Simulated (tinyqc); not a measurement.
# Via and link resistance from two via chains

Problem. A chain of 1000 vias joined by 1000 metal links has R = 1000 (Rv + Rlink), with Rlink proportional to the link length. Find Rv, Rlink for length L, and the value of Rv that the short chain would give if the links were ignored.

resistance of chains of 1000 links with link lengths L and 3 L (ohm): [51000, 67000]

Solution. R per link is a straight line in the link length; its intercept at zero length is Rv.

Rv = 43.00 ohm
Rlink = 8.000 ohm
Rv without correction = 51.00 ohm

Computed by the program tinyqc: `OMP_NUM_THREADS=1 python tinyqc.py 2750158 2750159 out.jsonl`, one thread of a shared Intel Xeon 2.30GHz, about 0.01 s for the whole run.
